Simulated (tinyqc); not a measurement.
# Worked calculation: interface traps from C-V curves, high-low and Terman methods

Program tinyqc, `OMP_NUM_THREADS=1 python tinyqc.py 2030152 2030153 out.jsonl`; Intel Xeon 2.30GHz, shared host, one thread, about 0.01 s. Printed values are rounded.

MOS capacitor on an n-type substrate; psi is the band bending, negative in depletion; only majority carriers are counted. At the bending psi the Fermi level lies y = xi - psi below the conduction edge at the surface, xi = Vt ln(Nc/Nd). Dit(y) = D0 + D1 exp(-y/E1); traps fill up to the Fermi level, follow the bias and a slow signal, and do not follow a fast one. V is the gate voltage from flat band.

Values chosen for this exercise; band and dielectric values close to those of silicon: temperature T = 350 K; relative permittivity eps_r = 11.6; conduction-band density of states at T Nc = 3.55e19 cm^-3; donor density Nd = 8.7e16 cm^-3; equivalent oxide thickness EOT = 1.9 nm; trap density far from the band edge D0 = 9.6e10 cm^-2 eV^-1; band-tail density at the conduction edge D1 = 3.6e12 cm^-2 eV^-1; decay energy of the tail E1 = 0.13 eV; points n = 7; deepest band bending pa = -0.58 V; shallowest band bending pb = -0.045 V.

Constants: q = 1.602176634e-19 C, kB = 1.380649e-23 J/K, Vt = kB T/q, eps0 = 8.8541878128e-14 F/cm where lengths are in cm. Results are converted to the units shown.

Range of the model: Traps more than about 25 kB T below the conduction edge emit electrons too slowly to follow an ordinary sweep, so the deepest points are idealised.

## The curves

Cox = 3.9 eps0/EOT, LD = sqrt(eps0 eps_r Vt/(q Nd)), u = psi/Vt, Cd = (eps0 eps_r/(sqrt(2) LD)) |exp(u) - 1|/sqrt(exp(u) - u - 1). Ideal V0 = psi - sqrt(2) (eps0 eps_r Vt/LD) sqrt(exp(u) - u - 1)/Cox for psi < 0; the traps add dV = (q/Cox) times the integral of Dit from 0 to psi = (q/Cox) [D0 psi + D1 E1 exp(-xi/E1) (exp(psi/E1) - 1)]. 1/C_HF = 1/Cox + 1/Cd, 1/C_LF = 1/Cox + 1/(Cd + q Dit). Take n equally spaced psi from pa to pb.

```
point    psi (V)    y (eV)  Dit (cm^-2 eV^-1)     V0 (V)      V (V)  C_HF (nF/cm^2)  C_LF (nF/cm^2)
0      -0.580000  0.761307         1.06303e11  -0.649039  -0.664057         107.360         122.307
1      -0.490833  0.672141         1.16458e11  -0.554026  -0.568174         116.653         132.838
2      -0.401667  0.582974         1.36621e11  -0.458415  -0.471577         128.960         147.644
3      -0.312500  0.493807         1.76654e11  -0.361972  -0.373921         146.396         169.986
4      -0.223333  0.404641         2.56143e11  -0.264256  -0.274539         173.960         206.847
5      -0.134167  0.315474         4.13973e11  -0.164244  -0.171963         226.570         275.817
6      -0.045000  0.226307         7.27352e11  -0.058691  -0.062064         358.089         429.547
```

Cox = 1817.44 nF/cm^2

At the deepest bending the traps stretch the gate voltage from -0.649 to -0.664 V.

## High-low extraction

q Dit = (1/C_LF - 1/Cox)^(-1) - (1/C_HF - 1/Cox)^(-1) at each point.

Dit by high-low, point 0 to 6 (cm^-2 eV^-1): 1.06303e11  1.16458e11  1.36621e11  1.76654e11  2.56143e11  4.13973e11  7.27352e11

With a true high-frequency curve this returns Dit exactly.

## Terman extraction

psi at each point follows from C_HF and the ideal curve. Dit = (Cox/q) d(V - V0)/dpsi by central differences over the two neighbours.

Dit by Terman, point 1 to 5 (cm^-2 eV^-1): 1.18100e11  1.39881e11  1.83129e11  2.68999e11  4.39498e11

The differences overstate the curved tail; the largest error is 6.2 %, at point 5.
